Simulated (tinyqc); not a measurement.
What moves the results: averaged masses of warped heavy- and light-hole bands. A value that a table varies takes the place of the one given here.

Four-band hole energies E = c k^2 f(u), c = hbar^2/2m0, f = g1 -/+ 2 sqrt(g2^2 + 3 (g3^2 - g2^2) s), s = ux^2 uy^2 + uy^2 uz^2 + uz^2 ux^2 for the unit vector u; minus for heavy, plus for light holes; the mass along u is 1/f.

Grid: n x n midpoints in cos(theta) from 0 to 1 and phi from 0 to pi/2, equal weights. m_d = <f^(-3/2)>^(2/3). Conductivity mass for one scattering time: 1/m_c = <|w|^2 f^(-5/2)>/<f^(-3/2)> with w = grad_k(k^2 f)/(2 k), that is |w|^2 = f^2 + |angular gradient of f|^2/4.

Inputs chosen for the exercise (out of a larger set: near those of GaP; not measured data):
- g1 = 4.03 (Luttinger gamma1)
- g2 = 0.49 (gamma2)
- g3 = 1.25 (gamma3)

## Ways to average over directions

Heavy and light m_d on grids of growing n, against n = 160; also the three-direction rule <F> = (10 F[100] + 16 F[110] + 9 F[111])/35 and the spherical masses 1/(g1 (1 -/+ mu)), mu = (6 g3 + 4 g2)/(5 g1).

Masses (m0):
```
method             heavy   light  error heavy (%)  error light (%)
grid n = 1        0.6466  0.1535            26.51            -7.94
grid n = 2        0.5241  0.1634             2.55            -2.03
grid n = 3        0.5174  0.1651             1.24            -0.99
grid n = 5        0.5132  0.1660             0.41            -0.44
grid n = 10       0.5116  0.1665             0.11            -0.14
grid n = 160      0.5111  0.1668             0.00             0.00
three directions  0.5221  0.1701             2.15             1.99
spherical         0.4677  0.1689            -8.48             1.26
[100] alone       0.3279  0.1996           -35.85            19.69
```

The heavy mass is within 1 % from grid n = 5 on. Three directions err by +2.15 %, the spherical form by -8.48 % and [100] alone by -35.8 %; for light holes the same three err by +1.99, +1.26 and +19.7 %. The power -3/2 weights the heavy directions near [111], which a mean of f misses.

## Cyclotron masses against the field direction

For the central orbit m_cyc is the mean of 1/f(u) over the directions u normal to B (360 points on the circle). B lies in the (1-10) plane at the angle from [001]; 54.7 degrees is [111], 90 is [110].

Masses (m0):
```
angle (degrees)   heavy   light
0.0              0.4362  0.1768
15.0             0.4578  0.1727
30.0             0.5067  0.1656
45.0             0.5456  0.1609
54.7             0.5524  0.1600
70.0             0.5430  0.1619
90.0             0.5307  0.1657
```

The heavy mass is smallest at 0 and largest at 54.7 degrees of the angles listed, a spread of 27 %; the light mass varies by 10.5 %. The orbit normal to [001] has s between 0 and 1/4, the orbit normal to [111] has s = 1/4 all round, which gives 1/(g1 - sqrt(g2^2 + 3 g3^2)) = 0.5524. This is the classical limit; low Landau levels of holes depart from it.

## Several materials

The inputs are values chosen for the exercise; n = 40; delta = (g3 - g2)/g1.

Results:
```
case            g1    g2    g3  m_d heavy  m_c heavy  m_d light  delta
A near GaAs   6.94  2.05  2.93      0.624      0.481     0.0825  0.127
B near Ge    13.44  4.23  5.71      0.342      0.271     0.0422  0.110
C near InAs  20.07  8.45  9.25      0.475      0.409     0.0264  0.040
D near AlAs   3.76  0.82  1.43      0.797      0.648     0.1622  0.162
E near InP    5.11  1.60  2.11      0.824      0.694     0.1119  0.100
F near GaSb  13.40  4.71  6.01      0.464      0.341     0.0410  0.097
```

Heavy masses span a factor of 2.4 and light ones 6.2: the coupling to the conduction band adds to g1, 2 g2 and 2 g3 alike, so it cancels for heavy holes and doubles for light ones. The ratio m_c/m_d of the heavy holes is lowest for F (0.73); delta is largest for D; the heavy band feels the warping rather through (g3 - g2)/(g1 - 2 g3), which runs from 0.51 to 0.94 here and is 0.94 for the case with the lowest ratio.

## What each parameter does

n = 40. Each row changes one parameter from the base and keeps the others.

Results:
```
case        m_d heavy (m0)  m_c heavy (m0)  m_d light (m0)  m_c light (m0)
base                0.5111          0.4476          0.1667          0.1633
g1 = 4.151          0.4805          0.4263          0.1634          0.1602
g2 = 0.475          0.5098          0.4451          0.1670          0.1634
g3 = 1.212          0.4955          0.4411          0.1682          0.1650
```

The largest shifts from the base row, up to three for each result and ties (the steps differ in size, so this ranks the rows, not the parameters). m_d heavy (m0): g1 -0.0306, g3 -0.0156, g2 -0.0013. m_c heavy (m0): g1 -0.0213, g3 -0.0064, g2 -0.0025. m_d light (m0): g1 -0.0033, g3 +0.0014, g2 +0.0002. m_c light (m0): g1 -0.0031, g3 +0.0017, g2 +0.0001.

tinyqc: `OMP_NUM_THREADS=1 python tinyqc.py 1050603 1050604 out.jsonl`; about 0.02 s, one thread, shared Intel(R) Xeon(R) Processor @ 2.30GHz.
